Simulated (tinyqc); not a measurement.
Inside a calculation. Model: Landau-Devonshire theory of a uniaxial ferroelectric. Computed by tinyqc, a small Python program that keeps every step. Command: `OMP_NUM_THREADS=1 python tinyqc.py 3013414 3013415 out.jsonl ferro walk`. One thread of a shared host (Intel(R) Xeon(R) Processor @ 2.30GHz), about 0.01 s of CPU time with the checks. Intermediate numbers are printed to about 6 digits and carried at full precision; extremes and crossings named in words are read from the listed rows.

G(P) = (alpha/2) P^2 + (beta*/4) P^4 + (gamma/6) P^6 - E P per volume, SI units, one domain, P along the polar axis, which is normal to the film.

Inputs (values chosen for the exercise, modelled on barium titanate):

| quantity | value | unit |
|---|---|---|
| alpha_0 | 664000 | J m/(C^2 K) |
| Curie-Weiss temperature T0 | 381 | K |
| beta | -7.78e+08 | J m^5/C^4 |
| gamma | 1.61e+10 | J m^9/C^6 |
| temperature T | 312 | K |
| misfit strain u_m | -0.006 | - |
| electrostriction Q12 | -0.043 | m^4/C^2 |
| compliance s11 + s12 | 5.6e-12 | m^2/N |
| applied field E | 3.3 | MV/m |
| film thickness d | 12 | nm |
| screening length lambda | 0.022 | nm |
| background permittivity eps_b | 7 | - |
| gradient coefficient g | 9.2e-10 | J m^3/C^2 |
| series capacitance C_d | 4.2 | microfarad/cm^2 |
| start of Newton steps P0/Ps | 1 | - |

Sample: epitaxial film.

Constants: eps_0 = 8.8541878128e-12 F/m.

## Coefficients at T

alpha = alpha_0 (T - T0*), with clamping: T0* = T0 + 4 Q12 u_m/(alpha_0 (s11 + s12)), beta* = beta + 4 Q12^2/(s11 + s12).

T0* = 658.539 K

alpha = -2.30102e+08 J m/C^2

beta* = 5.42714e+08 J m^5/C^4

Compression raises T0 by 278 K. beta* > 0: the transition is of second order, although the free crystal has a first-order one.

## Spontaneous polarisation, susceptibility, coercive field

Ps^2 = [-beta* + sqrt(beta*^2 - 4 alpha gamma)]/(2 gamma). chi = 1/(eps_0 G''), G'' = alpha + 3 beta* P^2 + 5 gamma P^4 at Ps. Ps, chi and the coercive field are for perfect screening, without a depolarising field. The intrinsic coercive field is |alpha P + beta* P^3 + gamma P^5| at the P_c where G'' = 0. 1 C/m^2 = 100 microcoulomb/cm^2.

spontaneous polarisation Ps = 32.2300 microcoulomb/cm^2

susceptibility chi = 139.838

well depth G(Ps) = -7.47942 MJ/m^3

P_c = 21.0474 microcoulomb/cm^2

intrinsic coercive field = 36.7203 MV/m

P_c/Ps = 0.653, above the 0.577 of a quartic well, as the sixth-order term matters. Real switching runs by domain nucleation at far lower fields. Caution: far below T0* the expansion with linear alpha(T) is only a fit.

## Polarisation in the field by Newton steps

Solve G'(P) = alpha P + beta* P^3 + gamma P^5 - E = 0 by P(new) = P - G'/G'' from P0; stop when the step is below 1e-11 C/m^2 (G' under 1e-6 MV/m is shown as 0).

Newton steps:

| step | P (microcoulomb/cm^2) | G' (MV/m) | G'' (MJ m/C^2) |
|---|---|---|---|
| 1 | 32.2300 | -3.30000e+00 | 807.656 |
| 2 | 32.6386 | 9.99327e-02 | 856.863 |
| 3 | 32.6269 | 8.33396e-05 | 855.435 |
| 4 | 32.6269 | 0 | 855.433 |

P at the end of the steps = 32.6269 microcoulomb/cm^2

1/(eps_0 G'') there = 132.028

The linear estimate Ps + eps_0 chi E gives 32.639; the field lowers chi by 5.6 %.

## The 180-degree wall

With the term (g/2) (dP/dx)^2, (g/2) P'^2 = G(P) - G(Ps) across the wall: energy = int_(-Ps)^(Ps) sqrt(2 g [G(P) - G(Ps)]) dP (40 Gauss-Legendre points); width = 2 Ps over the slope at P = 0, sqrt(2 |G(Ps)|/g). Elastic coupling inside the wall is left out.

wall energy = 52.3612 mJ/m^2

wall width = 5.05516 nm

## A capacitor with imperfect screening

Between shorted electrodes with screening length lambda each, the depolarising field is -k P, k = 2 lambda/(eps_0 (d + 2 lambda eps_b)), so alpha turns into alpha + k. The polar state is the lowest uniform state while alpha + k < 0 (beta* > 0) or < 3 beta*^2/(16 gamma) (beta* < 0); setting the equality gives the critical thickness d_c.

depolarising coefficient k = 4.03754e+08 J m/C^2

polarisation of the film = 0 microcoulomb/cm^2

size of the depolarising field = 0 MV/m

critical thickness d_c = 21.2885 nm

The film is thinner than d_c, so the uniform polar state is not the lowest one; a real film may break into domains or be non-polar.

## Thickness series

Domains are left out, though they can pre-empt both the loss of P and the state at P = 0. The second and third columns are for the shorted capacitor, polar only where it is the lowest uniform state: alpha + k < 0 (beta* > 0) or < 3 beta*^2/(16 gamma) (beta* < 0). The last column is another circuit, the film in series with C_d at P = 0: 1/C = (alpha d)/(1 + alpha eps_0 eps_b) + 1/C_d, and P = 0 is locally stable while 1/C > 0; a dash marks the rest.

Against thickness:

| d (nm) | P (microcoulomb/cm^2) | depolarising field (MV/m) | C of the stack / C_d |
|---|---|---|---|
| 1 | 0.0000 | 0.0000 | 1.00990 |
| 2 | 0.0000 | 0.0000 | 1.02000 |
| 3 | 0.0000 | 0.0000 | 1.03030 |
| 5 | 0.0000 | 0.0000 | 1.05155 |
| 8 | 0.0000 | 0.0000 | 1.08511 |
| 15 | 0.0000 | 0.0000 | 1.17242 |
| 30 | 22.2302 | 36.4493 | 1.41668 |
| 60 | 28.3546 | 23.3643 | 2.42863 |
| 150 | 30.8302 | 10.1929 | - |

The polar state appears between 15 and 30 nm (d_c = 21.3 nm), and at 150 nm P is 95.7 % of Ps. The stack exceeds C_d wherever it is stable, up to 2.43 times: the ferroelectric held at P = 0 acts as a negative capacitance.

Checks made by the program: Ps against a numerical root of G'(P)/P (relative difference below 1e-10).
